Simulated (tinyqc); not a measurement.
## One gate, two gates and a surrounding gate

Below threshold the potential that source and drain add obeys Laplace's equation, vanishes on the gates and decays along the channel as exp(-k y). The same ts (depleted depth over a conducting body, body thickness or wire diameter), ti and permittivities in three geometries; k is the smallest positive root of: one gate, f(k) = eps_r sin(k ti) cos(k ts) + ei cos(k ti) sin(k ts); two gates, f(k) = ei cos(k ti) cos(k ts/2) - eps_r sin(k ti) sin(k ts/2); wire, f(k) = ei J0(u)[J1(u) Y0(v) - Y1(u) J0(v)] - eps_r J1(u)[J0(u) Y0(v) - Y0(u) J0(v)], u = k ts/2, v = u + k ti. Parabolic estimates of l: sqrt((eps_r/ei) ts ti); sqrt((eps_r/(2 ei)) ts ti (1 + ei ts/(4 eps_r ti))); sqrt([2 eps_r ts^2 ln(1 + 2 ti/ts) + ei ts^2]/(16 ei)), in the same order.

Parameters, values chosen for the exercise; permittivities: semiconductor made up, insulator close to that of silicon dioxide:
```
symbol  value  unit                                     meaning
eps_r    10.8        relative permittivity of the semiconductor
ei       4.02            relative permittivity of the insulator
ti        1.4    nm                         insulator thickness
ts        3.6    nm                              body thickness
```

Scale lengths (nm):
```
,Lambda = pi/k,l = 1/k,l(parabolic)
one gate over a conducting body,5.8112,1.8498,3.6797
two gates,9.1352,2.9078,2.8966
wire,5.7692,1.8364,1.8205
```

The wire has the shortest scale length, 0.632 times that of the double gate; the single gate over a conducting body has 0.636 times it, its layer ending directly on a conductor where the double gate has a second insulator. The parabolic estimates are 99 % above, 0.39 % below and 0.87 % below the exact l, in the order of the rows.

tinyqc, about 0.01 s, one thread, Intel Xeon 2.30GHz (shared host): `OMP_NUM_THREADS=1 python tinyqc.py 2420006 2420007 out.jsonl`
